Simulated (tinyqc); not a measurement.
Piezoresistors in the (001) plane of a cubic crystal: one step of the calculation.

Plane stress in crystal axes x = [100], y = [010]. First-order piezoresistance: d rho_xx/rho = p11 sxx + p12 syy, d rho_yy/rho = p12 sxx + p11 syy, d rho_xy/rho = p44 sxy; a resistor along d = (cos th, sin th) changes by dR/R = d.(d rho/rho).d. Changes of geometry and second-order terms are left out.

Task. Resistors at th and th + 90 degrees, and the bridge. dR/R = d.(d rho/rho).d. A full bridge with two resistors of each kind in opposite arms gives Vout = Vb (a - b)/(2 + a + b), a and b the two dR/R.

Inputs (values chosen for the exercise): angle of the current from [100] th = 22.5 deg; bridge supply Vb = 1.8 V.

d rho/rho (%):
```
            x           y
x    0.638160  -10.586000
y  -10.586000    0.936230
```

Give: dR/R at th; dR/R at th + 90; Vout.

Result.

dR/R at th = -6.8036 %
dR/R at th + 90 = 8.3780 %
Vout = -135.57 mV

Program tinyqc, `OMP_NUM_THREADS=1 python tinyqc.py 2530121 2530122 out.jsonl`; Intel Xeon 2.30GHz, shared host, one thread, about 0.01 s.
